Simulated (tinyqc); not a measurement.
Temperatures in a stack of 3 dies with leakage feedback: one step of the calculation.

One-dimensional heat flow to a sink below die 0. The power of each die is released in a plane at its top; from the plane of die j > 0 heat crosses its silicon (ts), a bond layer and the wiring of die j - 1; from die 0 it crosses t0, paste and sink. Copper shares the path through bond and wiring in parallel: k_eff = fm km + (1 - fm) k. Silicon is taken at the temperature of the plane above it. Leakage is P_l exp((T - 350 K)/Tl).

Task. Resistances per area at 300 K. R = thickness/conductivity for each layer.

Parameters, values chosen for the exercise; conductivities of the order met in silicon, wiring layers, bonds and pastes: conductivity of silicon at 300 K k0 = 149 W/(m K); thickness of a thinned die ts = 50 um; thickness of the die next to the sink t0 = 775 um; thickness of the wiring layers tb = 14 um; conductivity of the wiring layers kb = 2.1 W/(m K); thickness of a bond layer tg = 10 um; conductivity of the bond dielectric kg = 1 W/(m K); area share of copper through bond and wiring fm = 0; conductivity of copper km = 390 W/(m K); paste and lid Rt = 0.19 K cm^2/W; heat sink Rs = 0.39 K cm^2/W.

Wanted: thick die; thinned die; k_eff of the bond; k_eff of the wiring; bond plus wiring; paste plus sink.

Result.

thick die = 0.052013 K cm^2/W
thinned die = 0.0033557 K cm^2/W
k_eff of the bond = 1.0000 W/(m K)
k_eff of the wiring = 2.1000 W/(m K)
bond plus wiring = 0.16667 K cm^2/W
paste plus sink = 0.58000 K cm^2/W

Computed by the program tinyqc: `OMP_NUM_THREADS=1 python tinyqc.py 2162105 2162106 out.jsonl`, one thread of a shared Intel Xeon 2.30GHz, about 0.03 s for the whole run.
